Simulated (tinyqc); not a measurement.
Stripping the layer step by step: sheet resistance and Hall data of a diffused or implanted layer. Computed by tinyqc, a small Python program. Command: `OMP_NUM_THREADS=1 python tinyqc.py 3023082 3023083 out.jsonl layer walk`. One thread of a shared host (Intel(R) Xeon(R) Processor @ 2.30GHz), about 0.03 s of CPU time with the checks.

Carriers are taken equal to the net active doping down to the junction (full ionisation, which deep dopants in wide-gap hosts do not reach; no spill-over, no depletion), and the Hall factor is 1.

Inputs (values chosen for the exercise, modelled on nitrogen in 4H-SiC):
```
quantity                                 value        unit
mu_min                                    40.3  cm^2/(V s)
mu_max                                     974  cm^2/(V s)
N_ref                                    2e+17      1/cm^3
exponent alpha                            0.63           -
peak concentration N_0                 4.4e+20      1/cm^3
length scale l                             430          nm
background doping N_B (opposite type)  1.7e+17      1/cm^3
projected range R_p                        870          nm
solubility limit N_s                   7.9e+19      1/cm^3
```

Profile: buried Gaussian (implant). Activation: limited by solubility.

Constants: e = 1.602176634e-19 C.

Method:
- N(x) = N_0 exp(-(x - R_p)^2/(2 l^2)) for x > 0, dose N_0 l sqrt(pi/2) erfc(-R_p/(l sqrt 2)), junction x_j = R_p + l sqrt(2 ln(N_0/N_B)); the layer starts at x_0 = max(0, 2 R_p - x_j).
- Mobility mu = mu_min + (mu_max - mu_min)/(1 + (N_t/N_ref)^alpha), N_t = active doping + N_B; carriers n = active doping - N_B, active doping min(N, N_s).
- Integrals from x_0 (0 unless stated) to x_j by the midpoint rule on 400 even intervals: 1/R_s = e int n mu dx; sheet density n_s = int n dx; Hall sheet density (int n mu dx)^2/int n mu^2 dx; Hall mobility int n mu^2 dx/int n mu dx.
- After removing a depth d the integrals start at d. Differences between neighbouring rows give the local conductivity -d(1/R_s)/dx at the middle of the slice (the last slice uses one more step, not listed).

junction depth x_j = 2574.75 nm

Differential sheet resistance:
```
removed d (nm)  R_s (ohm)  slice conductivity (S/cm)  sigma at mid-slice (S/cm)
0                   6.762                     749.76                     775.21
260                 7.789                     775.20                     775.21
520                 9.239                     775.21                     775.21
780                11.353                     775.21                     775.21
1040               14.722                     775.22                     775.21
1300               20.935                     775.21                     775.21
1560               36.216                     671.27                     716.00
1820               98.434                     280.80                     269.90
```

R_s doubles after removing between 780 and 1040 nm of a layer 2570 nm deep, so half the current flows above that depth. Where sigma exceeds a tenth of its largest listed value, the slice values agree with it within 7 %.

Extremes, crossings and ranges named in words are read from the listed rows.
